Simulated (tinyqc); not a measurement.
Inside a calculation. Model: depletion-mode phase shifter in a rib waveguide and its Mach-Zehnder modulator.

Numbers from tinyqc (`OMP_NUM_THREADS=1 python tinyqc.py 2650021 2650022 out.jsonl`; about 0.01 s on one thread of a shared Intel Xeon 2.30GHz). Printed values are rounded.

A lateral p-n junction at x0 in a waveguide whose mode intensity is a Gaussian of rms width s about x = 0; p side at smaller x. Reverse bias removes carriers and raises the index. Abrupt junction, doping uniform over the whole mode, lumped electrode (no travelling-wave effects).

Parameters, values chosen for the exercise; values close to those of silicon near 1550 nm:
- lam = 1550 nm (wavelength)
- eps_r = 11.7 (relative permittivity of the semiconductor)
- Na = 7.4e17 cm^-3 (acceptor density)
- Nd = 2.7e17 cm^-3 (donor density)
- Vb = 0.98 V (built-in voltage)
- s = 120 nm (rms width of the lateral mode intensity)
- x0 = 0 nm (junction offset towards the n side)
- G = 0.9 (vertical confinement times ng/n)
- hr = 220 nm (rib height)
- Cf = 33 pF/m (fringe capacitance)
- Rs = 13.3 ohm mm (series resistance)
- L = 4 mm (length of the phase shifter)
- V = 4 V (reverse bias)
- a0 = 1.5 dB/cm (passive loss)

Constants: q = 1.602176634e-19 C, eps0 = 8.8541878128e-14 F/cm where lengths are in cm. Results are converted to the units shown.

## Index and absorption of the doped regions

Free-carrier changes (empirical, N and P in cm^-3): |dn| = 8.5e-18 P^0.8 for holes, 8.8e-22 N for electrons; absorption 6e-18 P and 8.5e-18 N in 1/cm.

dn_h = 0.00167805
dn_e = 0.0002376
a_h = 4.44 1/cm
a_e = 2.295 1/cm

Index change per unit absorption: holes 3.78 um, electrons 1.04 um, a ratio of 3.65.

## Depletion edges and mode overlap

W = sqrt(2 eps0 eps_r (Vb + V)(1/Na + 1/Nd)/q); edges xp = x0 - W Nd/(Na + Nd), xn = x0 + W Na/(Na + Nd); F(x) = [1 + erf(x/(sqrt(2) s))]/2.

W at 0 and at V (nm): 80.0393  180.428

```
edge   edge (nm)         F
xp(0)   -21.3966  0.429242
xn(0)    58.6426  0.687469
xp(V)   -48.2333  0.343863
xn(V)    132.195  0.864688
```

## Index shift, efficiency, loss and bandwidth

dneff = G {dn_h [F(xp(0)) - F(xp(V))] + dn_e [F(xn(V)) - F(xn(0))]}; VpiL = lam V/(2 dneff); loss = a0 + 4.343 G {a_h F(xp) + a_e [1 - F(xn)]} dB/cm at V; C = eps0 eps_r hr/W + Cf; fRC = 1/(2 pi Rs C).

dneff = 1.66840e-4
VpiL = 1.85807 V cm
loss = 8.68142 dB/cm
C = 159.314 pF/m
fRC = 75.1128 GHz

The product VpiL x loss is 16.1 V dB.

## Mach-Zehnder modulator

One arm driven from 0 to V: phase 2 pi dneff L/lam; biased at quadrature the output swings between [1 -+ sin(phase/2)]/2; extinction ratio in dB; insertion loss = loss x L.

phase = 0.861108 pi
extinction ratio = 19.2101 dB
insertion loss = 3.47257 dB
